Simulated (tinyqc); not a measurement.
The integration grid: Kohn-Sham PBE on finer and finer grids in the 6-31g basis, for H3+, spin multiplicity 1. Computed by the program tinyqc with PySCF. 

Geometry (angstrom):
```
atom       x       y        z
H     0.0000  0.0000   0.0000
H     0.0000  0.0000   0.7690
H     0.0000  0.4630  -0.6140
```

Self-consistent on each grid; the net force on the molecule should vanish.

Kohn-Sham energy on Becke grids (radial x angular points per atom):
```
grid       points  residual of the electron count  E (hartree)  E - finest (mhartree)  largest net force without grid terms (hartree/bohr)
10 x 14       416                       -1.38e-02     -1.26757                3.54596                                             5.64e-03
15 x 26      1164                       -6.96e-03     -1.27006                1.05120                                             3.17e-03
20 x 50      2992                        1.57e-04     -1.27117               -0.06066                                             9.05e-05
30 x 86      7723                        6.42e-05     -1.27112               -0.00998                                             3.63e-05
50 x 194    29060                        1.94e-07     -1.27111                0.00000                                             3.54e-07
75 x 302    67855                       -3.12e-09     -1.27111                0.00000                                             2.02e-08
120 x 590  212049                       -5.71e-10     -1.27111                0.00000                                             8.05e-11
```

The energy is within 0.1 mhartree of the finest grid first at 20 x 50. The error has both signs, since quadrature is not variational. The electron count and the net force are cheap signs of a poor grid.
